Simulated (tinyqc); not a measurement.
## Inductance and parasitic capacitance from two readings

Problem. A loss-free coil L in parallel with C shows the apparent inductance L/(1 - w^2 L C), w = 2 pi f. Find L, C and the self-resonance 1/(2 pi sqrt(L C)).

apparent inductance at 5 and 8.2 GHz (nH): 1.8921755  3.3894555

Solution. The inverse of the reading is 1/L - w^2 C, a straight line in w^2.

L = 1.50 nH
C = 140 fF
self-resonance = 11.0 GHz

Computed by the program tinyqc: `OMP_NUM_THREADS=1 python tinyqc.py 2302196 2302197 out.jsonl`, one thread of a shared Intel Xeon 2.30GHz, about 0.01 s for the whole run.
